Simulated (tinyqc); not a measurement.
Two-band tight binding of a puckered layer: one step. Masses. Three cases, with inputs chosen for the exercise.

Problem. Electrons: c/(ex + gx + chi^2/(2 h0)) along x, c/(ey + gy) along y; holes: the same with -ex and -ey; c = hbar^2/2m0. The coefficients stand in the order gx, gy, ex, ey.

With X = kx ax/2 and Y = ky ay/2: h = t2 + 2 cos(Y) (t1 exp(iX) + t3 exp(-iX)) + t5 exp(2iX), d = 4 t4 cos(X) cos(Y), H = [[d, h], [h*, d]], E = d -/+ |h|.

Constants: hbar^2/2m0 = 3.80998211 eV angstrom^2.

Case 1.

h0 = 0.819000 eV
chi = -4.792500 eV angstrom

gx, gy, ex, ey (eV angstrom^2): 7.608937  3.901671  1.032750  0.568936

Case 2.

h0 = 0.754000 eV
chi = -4.934250 eV angstrom

gx, gy, ex, ey (eV angstrom^2): 7.937407  3.807377  1.116609  0.573677

Case 3.

h0 = 0.723000 eV
chi = -4.781520 eV angstrom

gx, gy, ex, ey (eV angstrom^2): 8.138843  3.922284  1.038332  0.542327

Give: masses; density-of-states mass sqrt(mx my); my/mx.

Solution.

Case 1.

masses (m0):
```
               x       y
electron  0.1681  0.8522
hole      0.1850  1.1432
```

density-of-states mass sqrt(mx my) (m0): electron 0.3785, hole 0.4598

my/mx: electron 5.07, hole 6.18

Along x the term chi^2/(2 h0) = 14.02 eV angstrom^2 couples the bands and makes both carriers light; along y it is absent.

Case 2.

masses (m0):
```
               x       y
electron  0.1512  0.8696
hole      0.1659  1.1782
```

density-of-states mass sqrt(mx my) (m0): electron 0.3626, hole 0.4421

my/mx: electron 5.75, hole 7.10

Along x the term chi^2/(2 h0) = 16.15 eV angstrom^2 couples the bands and makes both carriers light; along y it is absent.

Case 3.

masses (m0):
```
               x       y
electron  0.1525  0.8534
hole      0.1663  1.1272
```

density-of-states mass sqrt(mx my) (m0): electron 0.3607, hole 0.4330

my/mx: electron 5.60, hole 6.78

Along x the term chi^2/(2 h0) = 15.81 eV angstrom^2 couples the bands and makes both carriers light; along y it is absent.

Computed by tinyqc, one run a case: `OMP_NUM_THREADS=1 python tinyqc.py N N+1 out.jsonl` with N = 1450069, 1450378, 1450661; one thread of a shared Intel(R) Xeon(R) Processor @ 2.30GHz, about 0.01 s a run at most.
